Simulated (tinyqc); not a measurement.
Inputs raised by 5 %, one at a time: dopant redistribution at a moving silicon-oxide interface during parabolic oxidation. Computed by tinyqc, a small Python program. Command: `OMP_NUM_THREADS=1 python tinyqc.py 3017249 3017250 out.jsonl segox sens`. One thread of a shared host (Intel(R) Xeon(R) Processor @ 2.30GHz), about 0.01 s of CPU time with the checks.

Uniformly doped silicon is oxidised with x_ox = sqrt(B t); the interface advances into the silicon by alpha x_ox, alpha = 0.44. The dopant does not move in the oxide, and at the interface C(silicon) = m C(oxide).

Inputs (values chosen for the exercise, modelled on boron in silicon under dry oxygen): dopant prefactor D0 = 1.02 cm^2/s; dopant activation energy E = 3.51 eV; oxidation prefactor B0 = 787 um^2/h; oxidation activation energy E_B = 1.22 eV; segregation coefficient m = C(silicon)/C(oxide) = 0.15; bulk doping C_B = 9.2e+16 1/cm^3; temperature T = 900 C; time t = 12 h.

Constants: k_B = 8.617333262e-05 eV/K.

Method:
- D = D0 exp(-E/(k_B T)), converted with 1 cm^2/s = 3.6e11 um^2/h; B = B0 exp(-E_B/(k_B T)); s = alpha sqrt(B/(4 D)), the interface advance over 2 sqrt(D t).
- Temperatures in kelvin are T(C) + 273.15.
- With the dopant diffusivity D and s = alpha x_ox/(2 sqrt(D t)), in the silicon C = C_B + (C_s - C_B) erfc(y/(2 sqrt(D t)))/erfc(s), y from the original surface. Dopant balance at the interface gives C_s/C_B = 1/[1 + (1/(m alpha) - 1) g], g = sqrt(pi) s exp(s^2) erfc(s).
- Consumed silicon held alpha x_ox C_B; the oxide holds x_ox times the dopant concentration in the oxide; the difference is the excess in the silicon; 1 um = 1e-4 cm.

Runs:
```
input moved                                         from        to  ratio C_s/C_B  excess in the silicon (1/cm^2)      s  concentration in the oxide (1/cm^3)
base run                                               -         -         0.0905                      -3.504e+11  0.845                            5.553e+16
dopant prefactor D0 (cm^2/s)                        1.02     1.071         0.0914                      -3.625e+11  0.825                            5.605e+16
dopant activation energy E (eV)                     3.51    3.6855         0.0723                      -9.041e+10  2.013                            4.436e+16
oxidation prefactor B0 (um^2/h)                      787    826.35         0.0897                      -3.470e+11  0.866                            5.502e+16
oxidation activation energy E_B (eV)                1.22     1.281         0.1028                      -3.886e+11  0.625                            6.305e+16
segregation coefficient m = C(silicon)/C(oxide)     0.15    0.1575         0.0949                      -3.487e+11  0.845                            5.546e+16
time t (h)                                            12      12.6         0.0905                      -3.591e+11  0.845                            5.553e+16
bulk doping C_B (1/cm^3)                         9.2e+16  9.66e+16         0.0905                      -3.679e+11  0.845                            5.831e+16
```

Exponents ln(y'/y) / ln(x'/x):
```
input                                            ratio C_s/C_B  excess in the silicon       s  concentration in the oxide
dopant prefactor D0                                      0.191                  0.696  -0.500                       0.191
dopant activation energy E                              -4.602                -27.767  17.791                      -4.602
oxidation prefactor B0                                  -0.188                 -0.201   0.500                      -0.188
oxidation activation energy E_B                          2.602                  2.121  -6.184                       2.602
segregation coefficient m = C(silicon)/C(oxide)          0.973                 -0.099   0.000                      -0.027
time t                                                   0.000                  0.500   0.000                       0.000
bulk doping C_B                                          0.000                  1.000   0.000                       1.000
```

Which inputs matter most for each result?

Among the inputs moved here: ratio C_s/C_B answers most in size to dopant activation energy E (exponent -4.602), next to oxidation activation energy E_B (+2.602); its exponent is below 0.0005 for time t, bulk doping C_B. Its exponent +0.973 in segregation coefficient m = C(silicon)/C(oxide): here C_s/C_B is close to m alpha/g. Its exponent 0.000 in time t: both lengths grow as sqrt(t). Excess in the silicon answers most in size to dopant activation energy E (exponent -27.767), next to oxidation activation energy E_B (+2.121). Its exponent +0.500 in time t: the dose follows the oxide thickness. s answers most in size to dopant activation energy E (exponent +17.791), next to oxidation activation energy E_B (-6.184); its exponent is below 0.0005 for segregation coefficient m = C(silicon)/C(oxide), time t, bulk doping C_B. Its exponent -0.500 in dopant prefactor D0: s scales as sqrt(B/D). Its exponent +0.500 in oxidation prefactor B0: s scales as sqrt(B/D). Concentration in the oxide answers most in size to dopant activation energy E (exponent -4.602), next to oxidation activation energy E_B (+2.602); its exponent is below 0.0005 for time t.

Caution (all rows): in this case the oxide is not much thicker than a typical Deal-Grove length A, so real growth is slower than parabolic. Caution (all rows): parabolic growth needs an oxide much thicker than the Deal-Grove length A, which fails for thin films and low temperatures; oxidation-enhanced or retarded diffusion is ignored.
